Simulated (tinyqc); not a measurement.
# Worked calculation: hot electrons in a saturated n-channel MOSFET, lucky-electron model

Program tinyqc, `OMP_NUM_THREADS=1 python tinyqc.py 2550081 2550082 out.jsonl`; Intel Xeon 2.30GHz, shared host, one thread, about 0.01 s. Printed values are rounded.

Beyond pinch-off the lateral field grows as Esat cosh(y/l) over the velocity-saturated region (pseudo-two-dimensional model). Impact ionisation in this region gives the substrate current, which biases the body forward through Rsub. Currents are per width. Local-field laws: they overstate ionisation when the field peak is narrower than an energy relaxation length.

Inputs (values chosen for the exercise); values close to those of silicon n-channel devices: channel length L = 0.18 um; oxide thickness tox = 4 nm; junction depth xj = 74 nm; threshold VT = 0.71 V; effective mobility mu = 300 cm^2/(V s); saturation velocity vs = 9.7e6 cm/s; ionisation prefactor Ai = 2e6 1/cm; ionisation field Bi = 1.79 MV/cm; resistance of the lightly doped drain Rd = 0 ohm um; substrate resistance Rsub = 4700 ohm um; fall of VT per volt of forward body bias kb = 0.29; hot-electron mean free path lm = 9.6 nm; oxide barrier pb = 3.2 V; prefactor of the gate current Cg = 0.0011; lifetime exponent m = 3; lifetime constant Hl = 4900 s uA/um; drain voltage Vd = 1.6 V; gate voltage Vg = 1.1 V.

Constants: eps0 = 8.8541878128e-14 F/cm where lengths are in cm. Results are converted to the units shown.

## Length and field scales

Cox = 3.9 eps0/tox, l = sqrt(3 tox xj), Esat = 2 vs/mu.

Cox = 0.8632833 uF/cm^2
l = 29.79933 nm
Esat = 0.06466667 MV/cm
Esat L = 1.164 V

## Iteration 1: body bias from the substrate current

Vb at the start = 0 V

Cox = 3.9 eps0/tox. Overdrive g = Vg - VT + kb Vb; Vdsat = g Esat L/(g + Esat L); Id = Cox vs (g - Vdsat); dV = Vd - Id Rd - Vdsat; Em = sqrt((dV/l)^2 + Esat^2); Isub = Id (Ai/Bi) l Em exp(-Bi/Em). Vb(new) = Rsub Isub.

Vdsat = 0.2921236 V
Id = 81.96025 uA/um
dV = 1.307876 V
Em = 0.4436330 MV/cm
Isub = 2.141363 uA/um
Vb after iteration 1 = 0.01006441 V

## Iteration 2: body bias from the substrate current

As before.

Vdsat = 0.2937580 V
Id = 83.03563 uA/um
dV = 1.306242 V
Em = 0.4430904 MV/cm
Isub = 2.156125 uA/um
Vb after iteration 2 = 0.01013379 V

## Course of the iteration: body bias from the substrate current

Stop when Vb changes by less than 1e-9 V, or after 60 iterations.

Course of the iteration:
```
iteration      Vb (V)  |change| (V)
1          0.01006441        0.0101
2          0.01013379       6.94e-5
3          0.01013427       4.77e-7
4          0.01013427       3.27e-9
5          0.01013427      2.25e-11
```

Converged in 5 iterations. At the end each change is about 0.0069 times the one before: linear convergence.

## Gate current, lifetime and channel shortening

Id = 83.04312 uA/um
dV = 1.306231 V
Em = 0.4430866 MV/cm
Isub = 2.156228 uA/um

Ig = Cg Id exp(-pb/(lm Em)); lifetime tau = (Hl/Id)(Isub/Id)^(-m); length of the saturated region dL = l ln[(dV/l + Em)/Esat]. 1 year = 3.15576e7 s.

Isub/Id = 0.02596516
Ig = 49.37489 pA/um
tau = 0.1068109 years
dL = 77.84474 nm

The lifetime misses ten years. Integrating Ai exp(-Bi/E) over the cosh profile gives Isub/Id = 0.0218, so the closed form is 19 % above it.
